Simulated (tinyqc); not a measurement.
Sp3 tight binding, zinc-blende lattice, step by step. One step of it, computed by the program tinyqc.

Question. Bloch Hamiltonian at X. Slater-Koster rules over the four bonds with direction cosines (l, m, n): ss V_ss; s-px l V_sp; px-s -l V_sp; px-px l^2 V_pps + (1 - l^2) V_ppp; px-py l m (V_pps - V_ppp); each times exp(i k.d).

Parameters chosen for this model: zinc-blende lattice, anion at 0, cation at a/4 (1,1,1); V = eta hbar^2 / (m d^2), hbar^2/m = 7.619964 eV angstrom^2:

| parameter | value | unit |
|---|---|---|
| a | 3.530000 | angstrom |
| d | 1.528535 | angstrom |
| Es anion | -13.240000 | eV |
| Ep anion | -6.870000 | eV |
| Es cation | -13.240000 | eV |
| Ep cation | -6.870000 | eV |
| eta ss | -1.400000 |  |
| eta sp | 1.840000 |  |
| eta pp sigma | 3.240000 |  |
| eta pp pi | -0.810000 |  |
| V ss | -4.565941 | eV |
| V sp | 6.000951 | eV |
| V pp sigma | 10.566891 | eV |
| V pp pi | -2.641723 | eV |

k point X (2 pi / a): 1  0  0

Give: H(k) at X.

Answer.

H(k) at X (eV):
```
                  a s             a px             a py             a pz
a s          -13.2400           0.0000           0.0000           0.0000
a px           0.0000          -6.8700           0.0000           0.0000
a py           0.0000           0.0000          -6.8700           0.0000
a pz           0.0000           0.0000           0.0000          -6.8700
c s            0.0000  0.0000+13.8586i           0.0000           0.0000
c px  0.0000-13.8586i           0.0000           0.0000           0.0000
c py           0.0000           0.0000           0.0000  0.0000-17.6115i
c pz           0.0000           0.0000  0.0000-17.6115i           0.0000

                  c s             c px             c py             c pz
a s            0.0000  0.0000+13.8586i           0.0000           0.0000
a px  0.0000-13.8586i           0.0000           0.0000           0.0000
a py           0.0000           0.0000           0.0000  0.0000+17.6115i
a pz           0.0000           0.0000  0.0000+17.6115i           0.0000
c s          -13.2400           0.0000           0.0000           0.0000
c px           0.0000          -6.8700           0.0000           0.0000
c py           0.0000           0.0000          -6.8700           0.0000
c pz           0.0000           0.0000           0.0000          -6.8700
```
